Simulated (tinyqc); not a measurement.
Inside a calculation. Method: plane-wave Kohn-Sham cycle with exchange-only LDA in a layered model solid. Computed by tinyqc, a small Python program that keeps every step. Settings: points = 16, plane-wave index or count = 3, electrons = 4, k points = 2, area = 30.0, mixing = 0.1, iteration cap = 78, Kerker q0 = 1.37. Command: `OMP_NUM_THREADS=1 python tinyqc.py 28993 28994 out.jsonl` (the two numbers bound the seeds that draw the settings). One thread of a shared host (Intel(R) Xeon(R) Processor @ 2.60GHz), about 0.02 s of CPU time with the checks. Later iterations appear only in the table of the cycle.

## Iteration 1: potential

A solid whose potential varies along x alone (atomic units):
```
parameter                      value
period a                   10.400000
cross-section of the cell  30.000000
electrons per cell                 4
grid points                       16
plane waves -n..n, n               3
k points                           2
V1 in V1 cos(2 pi x/a)     -0.420000
V2 in V2 cos(4 pi x/a)     -0.070000
```

density at the start, on the grid x_j = j a/N (e/bohr^3): [0.0128205, 0.0128205, 0.0128205, 0.0128205, 0.0128205, 0.0128205, 0.0128205, 0.0128205, 0.0128205, 0.0128205, 0.0128205, 0.0128205, 0.0128205, 0.0128205, 0.0128205, 0.0128205]

V_H(G) = 4 pi rho(G)/G^2 for G != 0 (uniform background); v_x = -(3 rho/pi)^(1/3); V = V_ext + V_H + v_x; Fourier components f(G_m) = (1/N) sum_j f(x_j) exp(-i G_m x_j).

Potentials on the grid (hartree):
```
x           V_ext      V_H       v_x         V
0.00000  -0.49000  0.00000  -0.23048  -0.72048
0.65000  -0.43753  0.00000  -0.23048  -0.66800
1.30000  -0.29698  0.00000  -0.23048  -0.52746
1.95000  -0.11123  0.00000  -0.23048  -0.34171
2.60000   0.07000  0.00000  -0.23048  -0.16048
3.25000   0.21022  0.00000  -0.23048  -0.02025
3.90000   0.29698  0.00000  -0.23048   0.06651
4.55000   0.33853  0.00000  -0.23048   0.10806
5.20000   0.35000  0.00000  -0.23048   0.11952
5.85000   0.33853  0.00000  -0.23048   0.10806
6.50000   0.29698  0.00000  -0.23048   0.06651
7.15000   0.21022  0.00000  -0.23048  -0.02025
7.80000   0.07000  0.00000  -0.23048  -0.16048
8.45000  -0.11123  0.00000  -0.23048  -0.34171
9.10000  -0.29698  0.00000  -0.23048  -0.52746
9.75000  -0.43753  0.00000  -0.23048  -0.66800
```

V(G_m), m = 0, 1, 2, ... (hartree): [-0.23048, -0.21000, -0.03500, 0.00000, 0.00000, 0.00000, 0.00000]

## Iteration 1: Hamiltonian at one k

k = 0.25000 2 pi / a

H(m,m') = (k + G_m)^2/2 delta + V(G_m - G_m'), with V(-G) = V(G).

H (hartree), order -3, -2, -1, +0, +1, +2, +3:
```
[[1.14968, -0.21000, -0.03500, 0.00000, 0.00000, 0.00000, 0.00000],
 [-0.21000, 0.32843, -0.21000, -0.03500, 0.00000, 0.00000, 0.00000],
 [-0.03500, -0.21000, -0.12782, -0.21000, -0.03500, 0.00000, 0.00000],
 [0.00000, -0.03500, -0.21000, -0.21907, -0.21000, -0.03500, 0.00000],
 [0.00000, 0.00000, -0.03500, -0.21000, 0.05468, -0.21000, -0.03500],
 [0.00000, 0.00000, 0.00000, -0.03500, -0.21000, 0.69343, -0.21000],
 [0.00000, 0.00000, 0.00000, 0.00000, -0.03500, -0.21000, 1.69718]]
```

## Iteration 1: levels at that k

Diagonalise the Hermitian matrix.

eigenvalues (hartree): [-0.49374, -0.10389, 0.13994, 0.37382, 0.72052, 1.20047, 1.73939]

## Iteration 1: new density

Motion across x is left out: the lowest 2 band(s) hold two electrons at each of the k points (j + 1/2)/nk - 1/2. Residual R = rho(out) - rho(in); rho(new) = rho(in) + 0.1 R, with R(G) scaled by G^2/(G^2 + 1.37^2) (Kerker). rho(out) = 2/(a A nk) sum |psi|^2 with psi = sum c exp(i G x). Harris energy E = band energy - dV sum rho (V_H/2 + v_x) + (3/4) dV sum rho v_x with rho(in), dV = a A/N, band energy = (2/nk) sum of the filled levels.

rho(out) (e/bohr^3): [0.0243058, 0.0255784, 0.0252319, 0.0192236, 0.0110434, 0.0052601, 0.0024138, 0.0012200, 0.0008799, 0.0012200, 0.0024138, 0.0052601, 0.0110434, 0.0192236, 0.0252319, 0.0255784]

density after iteration 1 (e/bohr^3): [0.0128595, 0.0130139, 0.0131590, 0.0129827, 0.0127117, 0.0126063, 0.0126337, 0.0126791, 0.0126957, 0.0126791, 0.0126337, 0.0126063, 0.0127117, 0.0129827, 0.0131590, 0.0130139]

energy per cell = -0.9647855 hartree

## Iteration 2: potential

As before.

Potentials on the grid (hartree):
```
x           V_ext       V_H       v_x         V
0.00000  -0.49000   0.00743  -0.23071  -0.71328
0.65000  -0.43753   0.00725  -0.23163  -0.66191
1.30000  -0.29698   0.00604  -0.23249  -0.52343
1.95000  -0.11123   0.00320  -0.23144  -0.33947
2.60000   0.07000  -0.00046  -0.22982  -0.16028
3.25000   0.21022  -0.00363  -0.22919  -0.02259
3.90000   0.29698  -0.00572  -0.22935   0.06192
4.55000   0.33853  -0.00682  -0.22963   0.10209
5.20000   0.35000  -0.00716  -0.22973   0.11312
5.85000   0.33853  -0.00682  -0.22963   0.10209
6.50000   0.29698  -0.00572  -0.22935   0.06192
7.15000   0.21022  -0.00363  -0.22919  -0.02259
7.80000   0.07000  -0.00046  -0.22982  -0.16028
8.45000  -0.11123   0.00320  -0.23144  -0.33947
9.10000  -0.29698   0.00604  -0.23249  -0.52343
9.75000  -0.43753   0.00725  -0.23163  -0.66191
```

V(G_m), m = 0, 1, 2, ... (hartree): [-0.23047, -0.20678, -0.03495, 0.00014, 0.00014, 0.00004, 0.00000]

## Iteration 2: Hamiltonian at one k

k = 0.25000 2 pi / a

As before.

H (hartree), order -3, -2, -1, +0, +1, +2, +3:
```
[[1.14969, -0.20678, -0.03495, 0.00014, 0.00014, 0.00004, 0.00000],
 [-0.20678, 0.32844, -0.20678, -0.03495, 0.00014, 0.00014, 0.00004],
 [-0.03495, -0.20678, -0.12781, -0.20678, -0.03495, 0.00014, 0.00014],
 [0.00014, -0.03495, -0.20678, -0.21906, -0.20678, -0.03495, 0.00014],
 [0.00014, 0.00014, -0.03495, -0.20678, 0.05469, -0.20678, -0.03495],
 [0.00004, 0.00014, 0.00014, -0.03495, -0.20678, 0.69344, -0.20678],
 [0.00000, 0.00004, 0.00014, 0.00014, -0.03495, -0.20678, 1.69719]]
```

## Iteration 2: levels at that k

As before.

eigenvalues (hartree): [-0.48853, -0.10218, 0.13802, 0.37238, 0.71971, 1.19899, 1.73816]

## Iteration 2: new density

As before.

rho(out) (e/bohr^3): [0.0242174, 0.0254562, 0.0251036, 0.0191906, 0.0111103, 0.0053548, 0.0024927, 0.0012804, 0.0009336, 0.0012804, 0.0024927, 0.0053548, 0.0111103, 0.0191906, 0.0251036, 0.0254562]

density after iteration 2 (e/bohr^3): [0.0129096, 0.0132028, 0.0134775, 0.0131380, 0.0126137, 0.0124042, 0.0124517, 0.0125371, 0.0125687, 0.0125371, 0.0124517, 0.0124042, 0.0126137, 0.0131380, 0.0134775, 0.0132028]

energy per cell = -0.9510637 hartree

## Convergence

Stop when sqrt(dV sum R^2) is below 1e-8, dV = a A/N.

Course of the cycle:
```
iteration  E (hartree)  norm of the residual
1           -0.9647855              1.76e-01
2           -0.9510637              1.72e-01
3           -0.9379740              1.67e-01
4           -0.9254984              1.63e-01
5           -0.9136182              1.59e-01
6           -0.9023141              1.55e-01
7           -0.8915669              1.51e-01
8           -0.8813571              1.47e-01
9           -0.8716651              1.43e-01
10          -0.8624715              1.39e-01
11          -0.8537572              1.35e-01
...                ...                   ...
68          -0.7195532              2.05e-02
69          -0.7193683              1.98e-02
70          -0.7191960              1.91e-02
71          -0.7190357              1.85e-02
72          -0.7188864              1.78e-02
73          -0.7187473              1.72e-02
74          -0.7186179              1.66e-02
75          -0.7184973              1.60e-02
76          -0.7183851              1.55e-02
77          -0.7182806              1.49e-02
78          -0.7181834              1.44e-02
```

Not converged within 78 iterations: the residual falls steadily but slowly, by a factor of about 0.97 a step. Reruns (cap 100 unless said): mixing 0.5, Kerker q0 1.0: converged in 52 (E = -0.71687); mixing 0.3, Pulay depth 5: converged in 16 (E = -0.71687); the original settings with a cap of 400: not converged.
